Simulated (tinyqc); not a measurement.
Capacitance measurement on a leaky thin oxide: effects of series resistance and leakage: one step of the calculation.

The device is a capacitance C in parallel with a leakage conductance G, in series with Rs and Ls. An impedance meter reports either a parallel pair (Cp, Gp) from Y = 1/Z = Gp + i w Cp or a series pair (Cs, Rm) from Z = Rm + 1/(i w Cs); w = 2 pi f, dissipation D = Gp/(w |Cp|).

Question. True capacitance and conductance. EOT = 3.9 tox/eox; CET = EOT + zc + zp; C = 3.9 eps0 A/CET; G = Jg A/Vs.

Inputs (values chosen for the exercise); values of the order met in thin-oxide MOS capacitors: relative permittivity of the gate insulator (close to silicon dioxide) eox = 3.9; insulator thickness tox = 0.99 nm; gate area A = 2500 um^2; oxide-equivalent thickness added by the accumulation layer zc = 0.56 nm; oxide-equivalent thickness added by gate depletion zp = 0 nm; gate leakage current density, not matched to the thickness Jg = 0.016 A/cm^2; voltage for an e-fold rise of the leakage Vs = 0.32 V.

Constants: eps0 = 8.8541878128e-14 F/cm where lengths are in cm. Results are converted to the units shown.

Give: EOT; CET; C; G.

Answer.

EOT = 0.99000 nm
CET = 1.5500 nm
C = 55.696 pF
G = 1.2500 uS

tinyqc, about 0.01 s, one thread, Intel Xeon 2.30GHz (shared host): `OMP_NUM_THREADS=1 python tinyqc.py 2022019 2022020 out.jsonl`
